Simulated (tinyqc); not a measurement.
Defect equilibria of an oxide against oxygen pressure (mass action). Changing the dopant density N_d. Computed by tinyqc, a small Python program. Command: `OMP_NUM_THREADS=1 python tinyqc.py 3031577 3031578 out.jsonl brouwer sweep`. One thread of a shared host (Intel(R) Xeon(R) Processor @ 2.30GHz), about 0.01 s of CPU time with the checks.

Defects: oxygen vacancies V (charge +2), electrons n, holes p, the ionic partner X = V_M'' (charge -2), and the dopant. Activities are taken equal to concentrations.

Inputs (values chosen for the exercise, for a model oxide):

| quantity | value | unit |
|---|---|---|
| reduction enthalpy H_r | 5.28 | eV |
| prefactor K_r0 | 7.5e+70 | cm^-9 atm^(1/2) |
| gap E_g | 3.42 | eV |
| prefactor N_c N_v | 7.7e+40 | cm^-6 |
| disorder enthalpy H_s | 2.59 | eV |
| prefactor K_s0 | 7e+45 | cm^-6 |
| temperature T | 800 | K |
| oxygen pressure P | 8e-21 | atm |
| electron mobility mu_n | 1.5 | cm^2/(V s) |
| hole mobility mu_p | 0.057 | cm^2/(V s) |
| vacancy diffusion prefactor D_0 | 0.029 | cm^2/s |
| vacancy migration energy E_m | 0.68 | eV |

Ionic disorder: Schottky, oxide MO. Dopant (singly charged, fully ionised): acceptor.

Constants: k_B = 8.617333262e-05 eV/K; e = 1.602176634e-19 C.

Method:
- K_r = K_r0 exp(-H_r/k_B T) = [V] n^2 P^(1/2); K_i = N_c N_v exp(-E_g/k_B T) = n p; K_s = K_s0 exp(-H_s/k_B T) = [X] [V].
- Neutrality: 2 [V] + p = n + 2 [X] + N_d. With n as the unknown, [V] = K_r/(n^2 P^(1/2)), p = K_i/n, [X] = K_s/[V]; the log ratio is ln(positive/negative).
- The root is found by 60 bisections in ln n between n = 1e-10 and 1e25 cm^-3.
- sigma_n = e n mu_n, sigma_p = e p mu_p, sigma_ion = 2 e [V] mu_V with mu_V = 2 e D/(k_B T) and D = D_0 exp(-E_m/k_B T); only the oxygen vacancies carry ionic current, and the ionic transport number is sigma_ion over the total.

One run for each value:

| dopant density N_d (cm^-3) | n (cm^-3) | [V] (cm^-3) | p (cm^-3) | [X] (cm^-3) | ionic transport number |
|---|---|---|---|---|---|
| 1.00e+15 | 9.3505e+15 | 5.2397e+15 | 2.3475e+03 | 6.4492e+13 | 3.2700e-05 |
| 6.00e+15 | 8.0485e+15 | 7.0721e+15 | 2.7272e+03 | 4.7783e+13 | 5.1274e-05 |
| 3.00e+16 | 5.1060e+15 | 1.7572e+16 | 4.2989e+03 | 1.9230e+13 | 2.0080e-04 |
| 2.00e+17 | 2.1290e+15 | 1.0107e+17 | 1.0310e+04 | 3.3435e+12 | 2.7626e-03 |
| 1.00e+18 | 9.5675e+14 | 5.0048e+17 | 2.2943e+04 | 6.7520e+11 | 2.9623e-02 |
| 6.00e+18 | 3.9076e+14 | 3.0002e+18 | 5.6172e+04 | 1.1263e+11 | 3.0942e-01 |
| 3.00e+19 | 1.7476e+14 | 1.5000e+19 | 1.2560e+05 | 2.2528e+10 | 8.3358e-01 |
| 2.00e+20 | 6.7685e+13 | 1.0000e+20 | 3.2430e+05 | 3.3792e+09 | 9.8853e-01 |
| 1.00e+21 | 3.0269e+13 | 5.0000e+20 | 7.2516e+05 | 6.7584e+08 | 9.9896e-01 |

Over the rows, n (cm^-3) falls from 9.35e15 to 3.03e13 (exponent d ln y / d ln x -0.084 between the first rows and -0.50 between the last); [V] (cm^-3) rises from 5.24e15 to 5.00e20 (exponent d ln y / d ln x 0.17 between the first rows and 1.00 between the last); p (cm^-3) rises from 2350 to 725000 (exponent d ln y / d ln x 0.084 between the first rows and 0.50 between the last). At the high end the exponent of [V] is 1.00, close to 1: acceptors are compensated by oxygen vacancies. The largest terms of the neutrality condition are 2 [V] = n from row 1; 2 [V] = N_d from row 3.

Caution (rows 1.00e21): one of n, p, [V] and [X] is above 2e20 cm^-3, near 1 % of the sites of a usual oxide, where defects associate and the ideal mass-action laws fail.

Extremes, crossings and ranges named in words are read from the listed rows.
